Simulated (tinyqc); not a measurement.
## Line constants from open and short measurements

Problem. A uniform line of length len, under a quarter wavelength, has Z_open = Zc coth(gamma len) and Z_short = Zc tanh(gamma len); gamma Zc = r + i w l and gamma/Zc = g + i w c, w = 2 pi f. Find r, l and c.

Inputs (values chosen for the exercise):

| symbol | value | unit | meaning |
|---|---|---|---|
| len | 5 | mm | length |
| f | 0.83 | GHz | frequency |

Zin with the far end open = 3.46912-263.51061i ohm
Zin with the far end shorted = 8.9210099+5.9721014i ohm

Answer. The product of the two impedances is Zc^2 and their ratio tanh^2(gamma len); the principal branch holds below a quarter wavelength.

r = 1.76 ohm/mm
l = 0.231 nH/mm
c = 144 pF/m

tinyqc, about 0.01 s, one thread, Intel Xeon 2.30GHz (shared host): `OMP_NUM_THREADS=1 python tinyqc.py 2810119 2810120 out.jsonl`
